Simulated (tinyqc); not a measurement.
Scattering rates of a carrier in a spherical band by Fermi's golden rule: one step, computed by the program tinyqc.

All processes here are isotropic or elastic, and the rate listed is the momentum relaxation rate.

Task: The band at energy E. Kane band: hbar^2 k^2/(2 m) = E (1 + alpha E), speed v = hbar k/(m (1 + 2 alpha E)), states per spin, volume and energy g(E) = m k (1 + 2 alpha E)/(2 pi^2 hbar^2); overlap factors are set to 1. Masses are multiplied by m_0 and all formulas are in SI units.

Inputs (values chosen for the exercise, modelled on electrons in diamond): density-of-states mass of one valley m = 0.484 m_0; non-parabolicity alpha = 0.2 1/eV; carrier energy E = 230 meV.

Crystal: non-polar. Band: Kane. Impurity formula: Brooks-Herring. Further scattering: none.

Constants: m_0 = 9.1093837015e-31 kg; e = 1.602176634e-19 C; hbar = 1.054571817e-34 J s.

Give: wave number k; speed v; g(E).

Result:

wave number k = 1.748 1/nm

speed v = 3.829e+05 m/s

g(E) = 6.143e+20 1/(eV cm^3)

Non-parabolicity raises g(E) by a factor 1.117 and changes the speed by a factor 0.937 against a parabolic band at the same E.
